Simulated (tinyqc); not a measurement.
Six-transistor SRAM cell, nodal equations and margins: one step of the calculation.

Two cross-coupled inverters (pull-down bn, pull-up bp) hold the nodes Q and QB; access transistors (ba, threshold VTn, gate on the word line at Vdd when selected) join them to the bit lines. Transistor (EKV form, voltages against the body): I = 2 n b Vt^2 [F(vp - Vs) - F(vp - Vd)] from drain to source, F(v) = ln^2(1 + exp(v/(2 Vt))), vp = (Vg - VT + sg |Vd - Vs|)/n. n-channel bodies are at 0; for the p-channel device all voltages are counted down from Vdd. b in uA/V^2 gives I in uA. For an access transistor the bit line is the drain and the node the source. In a read both bit lines are at Vdd. The cell is symmetric (no mismatch).

Task. Read current and disturbance. Iread = Ia(bit line at Vdd, source Q); cell ratio bn/ba; time to pull a bit line of 20 fF down by 0.1 V at that current.

Values chosen for this exercise: temperature T = 300 K; supply voltage Vdd = 0.4 V; slope factor n = 1.33; drain-induced barrier lowering sg = 0.103; n-channel threshold VTn = 0.3 V; gain factor of the pull-down transistor bn = 160 uA/V^2; gain factor of the access transistor ba = 80 uA/V^2.

Constants: q = 1.602176634e-19 C, kB = 1.380649e-23 J/K, Vt = kB T/q. Results are converted to the units shown.

(Q, QB) (V): Q 0.030644559, QB 0.39935830

Give: Iread; cell ratio; time.

Result.

Iread = 0.37891 uA
cell ratio = 2.0000
time = 5278.3 ps

Program tinyqc, `OMP_NUM_THREADS=1 python tinyqc.py 2340147 2340148 out.jsonl`; Intel Xeon 2.30GHz, shared host, one thread, about 0.2 s.
